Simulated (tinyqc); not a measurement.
Tail absorption against field: Franz-Keldysh effect at a direct gap.

Parabolic bands, vertical transitions, no excitons. For each hole band j: mr = me mj/(me + mj); joint density of states J_j(E) = (mr/c)^(3/2) sqrt(E - Eg)/(2 pi^2), both spins, c = hbar^2/2m0; averaged matrix element |e.p|^2 = m0 Ep/6; alpha_j(E) = 4 pi^2 alpha_f c Ep J_j/(3 nr E) in 1/angstrom (alpha_f the fine-structure constant, listed as alpha among the constants), times 1e8 for 1/cm.

In a field Fd (1 kV/cm = 1e-5 V/angstrom) the electro-optic energy of band j is th = (c (e Fd)^2/mr)^(1/3), and sqrt(E - Eg) in J_j is replaced by pi sqrt(th) [Ai'(b)^2 - b Ai(b)^2] with b = (Eg - E)/th; Ai is the Airy function.

Constants: hbar^2/2m0 = 3.80998211 eV angstrom^2; fine-structure constant alpha = 0.007297352564.

Inputs chosen for the exercise (near those of InP; not measured data): Eg = 1.331 eV (direct gap); me = 0.0795 m0 (electron mass); mhh = 0.594 m0 (heavy-hole mass); mlh = 0.0886 m0 (light-hole mass); Ep = 20.8 eV (Kane energy); nr = 3.35 (refractive index); det = 25 meV (detuning below the gap).

At E = Eg - det; the field takes the values listed. The last column is the length for 10 dB of loss.

Results:

| Fd (kV/cm) | th heavy (meV) | b heavy | alpha (1/cm) | length (micrometre) |
|---|---|---|---|---|
| 10 | 8.16 | 3.064 | 0.225 | 1.02e+05 |
| 20 | 12.95 | 1.930 | 8.54 | 2.70e+03 |
| 40 | 20.56 | 1.216 | 72.0 | 320 |
| 60 | 26.94 | 0.928 | 166 | 139 |
| 100 | 37.88 | 0.660 | 362 | 63.6 |
| 150 | 49.63 | 0.504 | 580 | 39.7 |
| 250 | 69.77 | 0.358 | 929 | 24.8 |
| 400 | 95.44 | 0.262 | 1.32e+03 | 17.5 |

What does the comparison show, and why?

alpha grows by 2.9 decades from 10 to 60 kV/cm and by a factor 1.42 over the last step, where the field grows by 1.6: the exponent (4/3) b^(3/2) goes as 1/Fd, so the gain is steep only while b > 1 (deep in the tail the light-hole pair, with its smaller b, carries most of it), that is up to 40 kV/cm of those listed. Values below about 10 1/cm lie under the Urbach and exciton tails of a real crystal, left out here.

Computed by tinyqc, a small Python program: `OMP_NUM_THREADS=1 python tinyqc.py 1651823 1651824 out.jsonl` (the numbers bound the seed that draws the inputs); one thread of a shared host (Intel(R) Xeon(R) Processor @ 2.30GHz), about 0.01 s for the whole set of steps.
